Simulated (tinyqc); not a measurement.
Charge control and current of a heterostructure field-effect transistor: one step, computed by the program tinyqc. Command: `OMP_NUM_THREADS=1 python tinyqc.py 3011428 3011429 out.jsonl hemt walk`. One thread of a shared host (Intel(R) Xeon(R) Processor @ 2.30GHz), about 0.01 s of CPU time with the checks.

Two subbands in a triangular well; E_F is counted from the conduction band edge of the channel at the interface.

Problem. Saturation current. With V = e n_s/C_g and V_c = v_s L/mu: for v = mu F/(1 + mu F/v_s), V_Dsat = V_c (sqrt(1 + 2V/V_c) - 1) and I/W = C_g v_s (V - V_Dsat); g_m = dI/dV; extrinsic g_m/(1 + g_m R_S); f_T = g_m/(2 pi C_g L).

Inputs (values chosen for the exercise, modelled on AlGaN/GaN):
```
quantity                 value        unit
mobility mu               2000  cm^2/(V s)
saturation velocity v_s    1.4    1e7 cm/s
gate length L               42          nm
source resistance R_S        0      ohm mm
temperature T              400           K
```

Charge source: polarisation. Velocity law: smooth.

sheet density n_s = 1.199248e+13 1/cm^2

gate capacitance C_g = 0.9073642 microfarad/cm^2

Constants: e = 1.602176634e-19 C.

Give: V; V_c; V_Dsat; saturation current I/W; intrinsic g_m; extrinsic g_m; intrinsic f_T.

Solution.

V = 2.1176 V

V_c = 0.0294 V

V_Dsat = 0.32469 V

saturation current I/W = 2277.5 mA/mm

intrinsic g_m = 1164.8 mS/mm

extrinsic g_m = 1164.8 mS/mm

intrinsic f_T = 486.47 GHz

V/V_c = 72.03: velocity saturation rules; I is 85 % of e n_s v_s = 2690 mA/mm.
